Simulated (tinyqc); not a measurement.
Band-to-band tunnelling and avalanche in a reverse-biased abrupt junction. Changing the temperature T. Computed by tinyqc, a small Python program. Command: `OMP_NUM_THREADS=1 python tinyqc.py 3000134 3000135 out.jsonl zener sweep`. One thread of a shared host (Intel(R) Xeon(R) Processor @ 2.30GHz), about 0.04 s of CPU time with the checks.

Direct Kane tunnelling in the local field (for indirect gaps the mass is an effective fit) and one ionisation coefficient for both carriers. N is the doping of the light side, or N_A N_D/(N_A + N_D) for the symmetric junction; the built-in voltage is taken as E_g/e.

Inputs (values chosen for the exercise, modelled on germanium):
```
quantity                                               value    unit
band gap at 300 K, E_g                                 0.646      eV
gap narrowing with temperature, -dE_g/dT                0.35   meV/K
reduced tunnelling mass m_r                            0.046     m_0
permittivity eps                                          16       -
ionisation prefactor a                               1.3e+07    1/cm
ionisation field at 300 K, b                        1.38e+06    V/cm
relative rise of b with temperature                      5.4  1e-4/K
effective doping N                                   2.1e+17  1/cm^3
reverse bias V_R                                         2.6       V
current density that defines tunnel breakdown, J_0       0.1  A/cm^2
```

Junction: one-sided.

Constants: eps_0 = 8.8541878128e-12 F/m; e = 1.602176634e-19 C; m_0 = 9.1093837015e-31 kg; hbar = 1.054571817e-34 J s.

Method:
- E_g(T) = E_g - (T - 300 K)(-dE_g/dT); b(T) = b [1 + (rise)(T - 300 K)]; w = sqrt(2 eps eps_0 (V_R + E_g/e)/(e N)); F_m = 2 (V_R + E_g/e)/w; the field falls linearly from F_m to 0 across w.
- Kane: G(F) = A F^2 exp(-B/F), A = e^2 sqrt(m_r)/(18 pi hbar^2 sqrt(E_g)), B = pi sqrt(m_r) E_g^(3/2)/(2 e hbar), SI units; J = e int G dx x V_R/(V_R + E_g/e), the last factor making J vanish at zero bias; int G dx = (w/F_m) int_0^F_m G dF by 64 Gauss-Legendre points.
- Avalanche: I = (w/F_m) int_0^F_m a exp(-b/F) dF by 64 Gauss-Legendre points, M = 1/(1 - I), breakdown at I = 1.
- V_Z solves J = J_0 and V_A solves I = 1; the lower one is the breakdown voltage; temperature coefficients by a central difference of +/- 10 K.

One run for each value:
```
temperature T (K)  tunnel current density (A/cm^2)  tunnel breakdown V_Z (V)  avalanche breakdown V_A (V)
150                                         0.0575                    2.7693                       1.9218
250                                         0.2165                    2.3729                       2.2115
300                                         0.4174                    2.1881                       2.3598
350                                         0.8009                    2.0122                       2.5106
400                                         1.5294                    1.8448                       2.6636
450                                         2.9065                    1.6859                       2.8190
```

Give the missing row, temperature T (K) = 200.

Computed row:
```
temperature T (K)  tunnel current density (A/cm^2)  tunnel breakdown V_Z (V)  avalanche breakdown V_A (V)
200                                         0.1118                    2.5666                       2.0654
```

Interpolating between the two neighbouring rows (linearly) misses most in tunnel current density (A/cm^2), by 23 %. Over the rows, tunnel current density (A/cm^2) rises from 0.0575 to 2.91 (exponent d ln y / d ln x 2.3 between the first rows and 5.5 between the last); tunnel breakdown V_Z (V) falls from 2.77 to 1.69 (exponent d ln y / d ln x -0.26 between the first rows and -0.76 between the last); avalanche breakdown V_A (V) rises from 1.92 to 2.82 (exponent d ln y / d ln x 0.25 between the first rows and 0.48 between the last). J changes by a factor 50.6 over 300 K, only through E_g; a current activated by half the gap at 300 K would change by about 1e7.

Caution (rows 150, 200, 250, 300, 350): the bias lies beyond avalanche breakdown (I > 1), so the junction cannot hold it. Caution (all rows): V_A is below about 5 E_g/e, where the local law understates it, since it ignores the distance a carrier needs to reach the ionisation energy.
